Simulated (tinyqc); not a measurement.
What moves the results: propagation of a band-gap error through k.p and effective-mass formulas. A value that a table varies takes the place of the one given here.

Chain, for a gap E (the reference Eg or another value), with Ep and Dso kept: 1/me = 1 + Ep (E + 2 Dso/3)/(E (E + Dso)); g* = 2 - 2 Ep Dso/(3 E (E + Dso)); g1(E) = g1 + (Ep/3)(1/E - 1/Eg), g2(E) = g2 + (Ep/6)(1/E - 1/Eg), light hole 1/(g1 + 2 g2), heavy hole 1/(g1 - 2 g2) along [100]; optical constant ei(E) = 1 + (ei - 1)(EP/(EP + E - Eg))^2, static e0(E) = ei(E) + e0 - ei.

Donor: R = Ry me/e0^2, a_B = a0 e0/me, Mott density (0.26/a_B)^3. Nc, Nv = 2 (m kT/(4 pi c))^(3/2), c = hbar^2/2m0, ni = sqrt(Nc Nv) exp(-E/2kT). Exciton: Ry mu/e0^2 with 1/mu = 1/me + g1(E). 1 angstrom^-3 = 1e24 cm^-3.

Constants: Ry = 13.60569312 eV; a0 (Bohr radius) = 0.5291772105 angstrom; kB = 8.617333262e-05 eV/K; hbar^2/2m0 = 3.80998211 eV angstrom^2.

Values chosen for the exercise (reference values near those of GaAs, gap at low temperature; the results hold for these values, not for the real material): Eg = 1.542 eV (gap at Gamma to the s-like level); Dso = 0.343 eV (spin-orbit splitting); Ep = 25.9 eV (Kane energy); g1 = 6.96 (Luttinger gamma1); g2 = 2.07 (gamma2); e0 = 13.14 (static dielectric constant); ei = 10.7 (optical dielectric constant); EP = 5.01 eV (mean (Penn) gap); mh = 0.46 m0 (density-of-states mass of the holes); T = 400 K (temperature); Eg2 = 2.806 eV (a wrong gap, of the size a hybrid with far too much exact exchange can give).

## The size of the error

E = f Eg; ratios against f = 1.

Results:

| f | E (eV) | me ratio | light-hole ratio | e0 ratio | donor ratio | Mott ratio | g* | log10 ni ratio |
|---|---|---|---|---|---|---|---|---|
| 0.25 | 0.386 | 0.291 | 0.248 | 1.510 | 0.128 | 0.00717 | -19.089 | 6.88 |
| 0.40 | 0.617 | 0.442 | 0.398 | 1.372 | 0.235 | 0.0333 | -8.004 | 5.56 |
| 0.60 | 0.925 | 0.634 | 0.598 | 1.222 | 0.425 | 0.140 | -3.048 | 3.74 |
| 0.80 | 1.234 | 0.820 | 0.799 | 1.100 | 0.677 | 0.413 | -1.045 | 1.88 |
| 1.00 | 1.542 | 1.000 | 1.000 | 1.000 | 1.000 | 1.00 | -0.038 | 0.00 |
| 1.20 | 1.850 | 1.176 | 1.202 | 0.917 | 1.399 | 2.11 | 0.541 | -1.89 |
| 1.50 | 2.313 | 1.432 | 1.507 | 0.816 | 2.150 | 5.40 | 1.036 | -4.74 |
| 2.00 | 3.084 | 1.840 | 2.018 | 0.693 | 3.827 | 18.7 | 1.440 | -9.52 |

Between f = 0.8 and 1.2 the mean powers d ln(ratio)/d ln f are 0.89 for me, 1.01 for the light hole, -0.45 for e0, 1.79 for the donor energy and 4.02 for the Mott density; ni moves by -0.61 decades per 0.1 eV, against -0.1 eV/(2 kT ln 10) = -0.63 from the exponential alone, the rest coming from Nc through me^(3/4). g* changes sign between f = 1.00 and 1.20; the place of this zero hangs on remote bands, which are left out.

## What each input does

All at E = Eg2. Each row changes one parameter from the base and keeps the others.

Results:

| case | me (m0) | light hole (m0) | e0 | donor (meV) | exciton (meV) | log10 ni |
|---|---|---|---|---|---|---|
| base | 0.1011 | 0.1651 | 9.63 | 14.841 | 10.246 | 0.910 |
| Eg2 = 3.03 eV | 0.1080 | 0.1785 | 9.21 | 17.340 | 11.919 | -0.479 |
| Dso = 0.316 eV | 0.1008 | 0.1651 | 9.63 | 14.806 | 10.229 | 0.910 |
| Ep = 27.972 eV | 0.0943 | 0.1769 | 9.63 | 13.846 | 9.894 | 0.888 |
| g1 = 7.517 | 0.1011 | 0.1512 | 9.63 | 14.841 | 9.863 | 0.910 |
| EP = 4.609 eV | 0.1011 | 0.1651 | 9.41 | 15.515 | 10.711 | 0.910 |
| ei = 11.556 | 0.1011 | 0.1651 | 9.32 | 15.846 | 10.940 | 0.910 |
| mh = 0.497 m0 | 0.1011 | 0.1651 | 9.63 | 14.841 | 10.246 | 0.936 |
| T = 368 K | 0.1011 | 0.1651 | 9.63 | 14.841 | 10.246 | -0.681 |

The largest shifts from the base row, up to three for each result and ties (the steps differ in size, so this ranks the rows, not the parameters). me (m0): Eg2 +0.0070, Ep -0.0068, Dso -0.0002; unchanged at the printed digits by g1, EP, ei, mh and T. light hole (m0): g1 -0.0139, Eg2 +0.0134, Ep +0.0118; unchanged at the printed digits by Dso, EP, ei, mh and T. e0: Eg2 -0.42, ei -0.31, EP -0.21; unchanged at the printed digits by Dso, Ep, g1, mh and T. donor (meV): Eg2 +2.498, ei +1.005, Ep -0.996; unchanged at the printed digits by g1, mh and T. exciton (meV): Eg2 +1.673, ei +0.694, EP +0.465; unchanged at the printed digits by mh and T. log10 ni: T -1.591, Eg2 -1.389, mh +0.025; unchanged at the printed digits by Dso, g1, EP and ei.

(tinyqc, `OMP_NUM_THREADS=1 python tinyqc.py 1850258 1850259 out.jsonl`, Intel(R) Xeon(R) Processor @ 2.30GHz, 1 thread, shared host, about 0.01 s.)
